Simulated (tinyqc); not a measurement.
Atomic layer deposition: Langmuir saturation, growth per cycle and coating of deep features: one step, computed by the program tinyqc. Command: `OMP_NUM_THREADS=1 python tinyqc.py 3027805 3027806 out.jsonl ald walk`. One thread of a shared host (Intel(R) Xeon(R) Processor @ 2.30GHz), about 0.02 s of CPU time with the checks.

Precursor A sticks only on free sites, so a long enough pulse saturates; co-reactant B then frees the sites again.

Problem. Flux and saturation time. Wall flux F = p/sqrt(2 pi M k_B T); rate of filling k_a = beta F/q; desorption k_d = 1e13 exp(-E_d/(k_B T)) per second. 1/m^2 = 1e-18/nm^2. Temperatures in kelvin are T(C) + 273.15.

Inputs (values chosen for the exercise, modelled on silicon dioxide from an aminosilane and ozone): precursor mass M = 174 u; site density q = 2.7 1/nm^2; sticking probability beta on free sites = 0.067; precursor pressure p = 15 Pa; temperature T = 275 C; desorption energy E_d = 1.61 eV.

Constants: u = 1.6605390666e-27 kg; k_B = 1.380649e-23 J/K; k_B = 8.617333262e-05 eV/K.

Give: flux F; k_a; k_d; time to 99 % without desorption, ln(100)/k_a.

Solution.

flux F = 1.2797e+05 1/(nm^2 s)

k_a = 3175.6 1/s

k_d = 0.015754 1/s

time to 99 % without desorption, ln(100)/k_a = 0.0014502 s
